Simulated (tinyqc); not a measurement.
# Schottky diode by the thermionic emission-diffusion theory, step by step

Computed by the program tinyqc: `OMP_NUM_THREADS=1 python tinyqc.py 2640048 2640049 out.jsonl`, one thread of a shared Intel Xeon 2.30GHz, about 0.01 s for the whole run. Printed values are rounded.

Metal on an n-type semiconductor with one parabolic valley; V > 0 is forward bias (metal positive). The band bends as a parabola over the depletion layer, by Vd = Vbi - V; no image force. Carriers drift and diffuse up to the interface and leave it with the velocity vR.

Parameters, values chosen for the exercise; band and dielectric values close to those of gallium arsenide: temperature T = 300 K; electron mass me = 0.066 m0; relative permittivity eps_r = 12.8; electron mobility mun = 7900 cm^2/(V s); barrier height seen from the metal phi = 1.02 eV; donor density Nd = 8.5e16 cm^-3; bias V = 0.37 V.

Constants: q = 1.602176634e-19 C, kB = 1.380649e-23 J/K, h = 6.62607015e-34 J s, m0 = 9.1093837015e-31 kg, Vt = kB T/q, eps0 = 8.8541878128e-14 F/cm where lengths are in cm. Results are converted to the units shown.

Range of the model: vD exceeds usual saturation velocities: the low-field mobility is used at the surface field. It matters little where vD is far above vR.

## Emission velocity

A* = 4 pi q me m0 kB^2/h^3 (times 1e-4 for A/(cm^2 K^2)); Nc = 2 (2 pi me m0 kB T/h^2)^1.5 (times 1e-6 for cm^-3); Vbi = phi - Vt ln(Nc/Nd); vR = A* T^2/(q Nc).

A* = 7.93143 A/(cm^2 K^2)
Nc = 4.25489e17 cm^-3
Vbi = 0.978363 V
vR = 1.04712e7 cm/s

vR equals sqrt(kB T/(2 pi me m0)).

## Diffusion velocity

LD = sqrt(eps0 eps_r Vt/(q Nd)), a = sqrt((Vbi - V)/Vt), D(a) = exp(-a^2) int_0^a exp(s^2) ds (Dawson), vD = mun Vt/(sqrt(2) LD D(a)). For large a, vD tends to mun times the surface field sqrt(2 q Nd (Vbi - V)/(eps0 eps_r)).

LD = 14.6677 nm
a = 4.85103
D(a) = 0.105418
vD = 9.33964e8 cm/s
mun times the surface field = 9.55232e8 cm/s

vD is 2.2 % below the large-a form.

## Current density

J = q Nc [vR vD/(vR + vD)] exp(-phi/Vt) [exp(V/Vt) - 1]. The quasi-Fermi level drops by Vt ln[(vR + vD)/(vD + vR exp(-V/Vt))] over the layer.

effective velocity = 1.03551e7 cm/s
J = 8.49635e-6 A/cm^2
J over the pure emission value = 0.988913
drop of the quasi-Fermi level over the layer = 0.288228 meV

Emission limits the current: vD is more than five times vR.
